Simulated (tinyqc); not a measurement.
Density dependence: plasmons of a degenerate electron gas in the random-phase approximation.

Zero temperature, parabolic band: kF = (3 pi^2 n)^(1/3), EF = c kF^2/m, Ep^2 = 8 pi c e2 n/(m eb), qTF^2 = 6 pi e2 n/(eb EF), c = hbar^2/2m0, e2 = e^2/(4 pi eps0), n in 1/angstrom^3 (1e-24 per 1/cm^3).

Lindhard function: eps(q, E)/eb = 1 + (qTF/q)^2 (f1 + i f2) with z = q/(2 kF), u = E/(hbar vF q), hbar vF = 2 c kF/m; f1 = 1/2 + [h(z - u) + h(z + u)]/(8 z), h(x) = (1 - x^2) ln|(x + 1)/(x - 1)|; f2 = pi u/2 for z + u < 1, (pi/(8 z))(1 - (z - u)^2) for |z - u| < 1 < z + u, else 0. Pairs exist for c (q^2 - 2 q kF)/m < E < c (q^2 + 2 q kF)/m.

Constants: hbar^2/2m0 = 3.80998211 eV angstrom^2; e^2/(4 pi eps0) = 14.39964547 eV angstrom; a0 (Bohr radius) = 0.5291772105 angstrom.

Values chosen for the exercise (out of a larger set: mass and background constant near those of GaN; polar phonons, which mix with the plasmon in the real crystal, and the rise of the mass with filling are left out; not measured data): n = 2.1e+19 1/cm^3 (electron density); m = 0.195 m0 (mass); eb = 5.4 (background dielectric constant).

n is multiplied by the factor listed.

Results:
```
factor     rs  EF (meV)  Ep (meV)  Ep/EF  qc/kF  alpha = 3 EF/(5 Ep)
0.10    3.306     30.67     52.44  1.710  0.881                0.351
0.20    2.624     48.68     74.16  1.523  0.808                0.394
0.50    1.933     89.67     117.3  1.308  0.720                0.459
1.0     1.534     142.3     165.8  1.165  0.659                0.515
2.0     1.218     225.9     234.5  1.038  0.604                0.578
5.0     0.897     416.2     370.8  0.891  0.537                0.673
10      0.712     660.7     524.4  0.794  0.491                0.756
```

Over two decades Ep grows by 10.0 (n^(1/2)) and EF by 21.5 (n^(2/3)), so Ep/EF falls from 1.710 to 0.794 as sqrt(rs), and qc/kF from 0.881 to 0.491: in a dense gas the plasmon enters the continuum earlier on the scale of kF. alpha is the coefficient in E = Ep + alpha hbar^2 q^2/(m m0). The random-phase values are only rough in the rows with rs above about 2 (up to 3.3 here); in a doped crystal the Mott density, below which donors bind the electrons, lies near rs = 2.4 when rs is formed with the static constant.

Computed by tinyqc, a small Python program: `OMP_NUM_THREADS=1 python tinyqc.py 1651787 1651788 out.jsonl` (the numbers bound the seed that draws the inputs); one thread of a shared host (Intel(R) Xeon(R) Processor @ 2.30GHz), about 0.01 s for the whole set of steps.
